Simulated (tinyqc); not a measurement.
# Which input was changed?

Model: single-band model of a thermoelectric material. Computed by tinyqc, a small Python program. Command: `OMP_NUM_THREADS=1 python tinyqc.py 3000480 3000481 out.jsonl thermo which`. One thread of a shared host (Intel(R) Xeon(R) Processor @ 2.30GHz), about 0.2 s of CPU time with the checks.

One spherical band, one scattering law, no minority carriers and no phonon drag. In a real material minority carriers limit |S| to about E_g/(2 e T), so larger values are formal. eta = E_F/(k_B T) is counted from the band edge; f = 1/(1 + exp(x - eta)).

Inputs (values chosen for the exercise, for a model material):

| quantity | value | unit |
|---|---|---|
| density-of-states mass m | 1.2 | m_0 |
| mobility parameter mu_300 | 260 | cm^2/(V s) |
| temperature exponent p | 0.5 | - |
| lattice thermal conductivity kappa_L | 0.86 | W/(m K) |
| carrier density n | 2.2e+18 | 1/cm^3 |
| temperature T | 330 | K |

Band: parabolic. Scattering: polar optical (high temperature), r = 0.5.

Constants: m_0 = 9.1093837015e-31 kg; k_B = 1.380649e-23 J/K; hbar = 1.054571817e-34 J s; k_B = 8.617333262e-05 eV/K; e = 1.602176634e-19 C.

Method:
- With x = E/(k_B T), a = alpha k_B T (0 for a parabolic band), G = x (1 + a x), D = 1 + 2 a x and <y> = int y f (1 - f) dx, f = 1/(1 + exp(x - eta)): tau = tau_0 G^r/D; transport function s = G^(3/2 + r)/D^2; n = N_0 <G^(3/2)> with N_0 = (2 m k_B T)^(3/2)/(3 pi^2 hbar^3).
- Integrals over x = E/(k_B T) use 160 Gauss-Legendre points in u = sqrt(x) from 0 to sqrt(max(eta, 0) + 32).
- Solve for eta.
- sigma = e mu_0 N_0 <s> with mu_0 = e tau_0/m = mu_300 (T/300 K)^(-p); |S| = (k_B/e)(<x s>/<s> - eta); Lorenz number L = (k_B/e)^2 (<x^2 s>/<s> - (<x s>/<s>)^2); kappa_e = L sigma T; zT = S^2 sigma T/(kappa_L + kappa_e).
- Hall factor r_H = <G^(3/2)> <G^(3/2 + 2r)/D^4>/<s>^2; drift mobility sigma/(n e) with n = N_0 <G^(3/2)>; power factor S^2 sigma.
- Quality factor B = (k_B/e)^2 e mu_0 N_0 T/kappa_L; zT is maximised over eta between -8 and 30.

Task: One of these inputs alone was changed, within the range given: density-of-states mass m (0.6 to 2.4); lattice thermal conductivity kappa_L (0.43 to 1.72); carrier density n (1.1e+18 to 4.4e+18); temperature T (165 to 660). Which one, and to what value?

Results:

| run | conductivity sigma (S/cm) | largest zT | density of the largest zT (1/cm^3) |
|---|---|---|---|
| before | 132.2465 | 2.312110 | 1.830361e+19 |
| after | 105.0691 | 2.312110 | 1.830361e+19 |

Result:

Each candidate set to reproduce conductivity sigma, and what it then gives:

| candidate | range searched | value needed | largest zT | density of the largest zT (1/cm^3) |
|---|---|---|---|---|
| density-of-states mass m (m_0) | 0.6 to 2.4 | out of reach | - | - |
| lattice thermal conductivity kappa_L (W/(m K)) | 0.43 to 1.72 | no effect | - | - |
| carrier density n (1/cm^3) | 1.1e+18 to 4.4e+18 | 1.750e18 | 2.3121 | 1.8304e+19 |
| temperature T (K) | 165 to 660 | 519.7 | 3.5547 | 1.9100e+19 |

Only carrier density n fits every result: it went from 2.2e+18 to 1.75e18 1/cm^3. The next best candidate, temperature T, misses one result by 54 %.

Caution: at so low a doping minority carriers, left out here, would cut S in a narrow-gap material.
